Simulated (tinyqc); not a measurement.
# IGBT as a p-i-n diode in series with a MOS channel, on-state and switching loss, step by step

tinyqc, about 0.01 s, one thread, Intel Xeon 2.30GHz (shared host): `OMP_NUM_THREADS=1 python tinyqc.py 2590142 2590143 out.jsonl` Printed values are rounded.

High injection (n = p) in a drift layer from x = -W/2 (anode) to +W/2 (cathode side), recombination only in the layer with lifetime tau, ideal emitters. The channel feeds the cathode side and carries the whole current. Auger recombination, carrier-carrier scattering, emitter losses and the carrier dip under the p body are left out.

Parameters, values chosen for the exercise; material values close to those of silicon:
- T = 300 K (temperature)
- Eg = 1.1 eV (band gap)
- Nc = 2.83e19 cm^-3 (conduction-band density of states at T)
- Nv = 2.63e19 cm^-3 (valence-band density of states at T)
- mn = 1400 cm^2/(V s) (electron mobility)
- mp = 480 cm^2/(V s) (hole mobility)
- W = 70 um (width of the drift layer)
- Nd = 1.2e14 cm^-3 (doping of the drift layer)
- tau = 0.79 us (high-injection lifetime)
- J = 250 A/cm^2 (current density)
- Rch = 2 mohm cm^2 (channel and accumulation resistance)
- Vdc = 400 V (link voltage)
- ks = 0.06 (turn-off energy per stored charge and link voltage)
- f = 5 kHz (switching frequency)

Constants: q = 1.602176634e-19 C, kB = 1.380649e-23 J/K, Vt = kB T/q. Results are converted to the units shown.

## Ambipolar length

b = mn/mp, B = (b - 1)/(b + 1), La = sqrt(2 Vt mn mp tau/(mn + mp)), y = W/(2 La).

b = 2.91667
B = 0.489362
La = 38.2104 um
y = 0.915982

## Carrier profile

2 x/W, point 0 to 8: [-1, -0.75, -0.5, -0.25, 0, 0.25, 0.5, 0.75, 1]

n(x) = (tau J/(2 q La))[cosh(x/La)/sinh y - B sinh(x/La)/cosh y]. x/La = (2 x/W) y.

n, point 0 to 8 (cm^-3): [2.79947e17, 2.31824e17, 1.95910e17, 1.70314e17, 1.53689e17, 1.45158e17, 1.44272e17, 1.50985e17, 1.65650e17]

The density is 1.69 times higher at the anode than at the cathode side, since holes are the slower carriers; its smallest listed value is 1200 times Nd.

## On-state voltage

n(x) = (tau J/(2 q La))[cosh(x/La)/sinh y - B sinh(x/La)/cosh y]. Vm = Vt [(8 b/(b + 1)^2)(sinh y/s) arctan(s sinh y) + B ln((1 + B tanh^2 y)/(1 - B tanh^2 y))], s = sqrt(1 - B^2 tanh^2 y); Vj = Vt ln(n(-W/2) n(W/2)/ni^2), ni = sqrt(Nc Nv) exp(-Eg/(2 Vt)), Eg in volts; Vc = J Rch; Von = Vm + Vj + Vc.

Vm = 0.0408880 V
Vj = 0.849663 V
Vc = 0.5 V
Von = 1.39055 V

Vm does not depend on J, since the carrier density grows with it. Junctions, layer and channel take 61, 2.9 and 36 % of Von.

## Stored charge, losses and the unipolar alternative

Stored charge tau J, turn-off energy Eoff = ks tau J Vdc, loss at half duty 0.5 J Von + f Eoff. A unipolar device on the same layer has Vu = J (W/(q mn Nd) + Rch).

stored charge = 197.5 uC/cm^2
Eoff = 4.74 mJ/cm^2
conduction loss = 173.819 W/cm^2
switching loss = 23.7 W/cm^2
Vu = 65.5157 V

Both losses would be equal at f = 36.7 kHz.
